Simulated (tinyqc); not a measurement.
## Trap density and cross-section from the conductance peak

Inverse problem. For a continuum of interface traps on an n-type substrate Gp/w peaks at 2 pi f tau = 1.9803 with the height 0.40237 q Dit, and tau = 1/(sn vth Nd exp(psi/Vt)) with psi = ps. Find Dit, tau and sn.

Values chosen for this exercise: temperature T = 250 K; donor density Nd = 4.1e17 cm^-3; band bending psi ps = -0.153 V; thermal velocity vth = 1.7e7 cm/s.

Constants: q = 1.602176634e-19 C, kB = 1.380649e-23 J/K, Vt = kB T/q. Results are converted to the units shown.

peak Gp/w = 3.3522726 nF/cm^2
frequency of the peak = 61506.153 Hz

Solution. The height gives Dit, the position tau, and tau with the surface density gives sn.

Dit = 5.20e10 cm^-2 eV^-1
tau = 5.12e-6 s
sn = 3.40e-17 cm^2

Computed by the program tinyqc: `OMP_NUM_THREADS=1 python tinyqc.py 2030049 2030050 out.jsonl`, one thread of a shared Intel Xeon 2.30GHz, about 0.01 s for the whole run.
